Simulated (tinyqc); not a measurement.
Disorder broadening of a flat band (such as a Landau level) in the self-consistent Born approximation: two steps of the calculation.

The local Green function is G = g0(z - Sigma) with z = E + i eta and g0(z) = 1/z; the self-energy is Sigma = D G. The density of states is -Im G/pi.

Values chosen for this exercise:
```
symbol  value  unit                           meaning
D       0.089  eV^2  variance of the random potential
eta     0.093    eV                   bare broadening
E       0.019    eV       energy from the band centre
mix         1                                  mixing
```

Constants: q = 1.602176634e-19 C, hbar = 1.054571817e-34 J s. Results are converted to the units shown.

Problem 1. Born step. G = g0(z - Sigma), Sigma(out) = D G, Sigma(new) = Sigma + mix (Sigma(out) - Sigma).

Sigma at the start = 0.0000000+0.0000000i eV

Find: G; Sigma(out); Sigma after iteration 1.

Solution 1.

G = 2.109-10.322i 1/eV
Sigma(out) = 0.18768-0.91865i eV
Sigma after iteration 1 = 0.18768-0.91865i eV

Sigma(out) of this first step, from Sigma = 0, is the plain (first) Born approximation.

Problem 2. Density of states and lifetime. G = Sigma/D, density of states -Im G/pi, lifetime hbar/(2 |Im Sigma|); without disorder the density of states is -Im g0(z)/pi. Closed form: G = (z - sqrt(z^2 - 4 D))/(2 D) with the root that gives Im G < 0; for eta -> 0 a semi-ellipse of half-width 2 sqrt(D).

converged Sigma = 0.00803621-0.25528493i eV

Find: density of states; lifetime; density of states without disorder.

Solution 2.

density of states = 0.9130 1/eV
lifetime = 1.289 fs
density of states without disorder = 3.286 1/eV

Disorder makes the density of states at this energy 0.28 times the clean value.

Range of the model: The self-consistent Born approximation misses band tails from rare fluctuations and localisation.

tinyqc, about 0.01 s, one thread, Intel Xeon 2.30GHz (shared host): `OMP_NUM_THREADS=1 python tinyqc.py 2720032 2720033 out.jsonl`
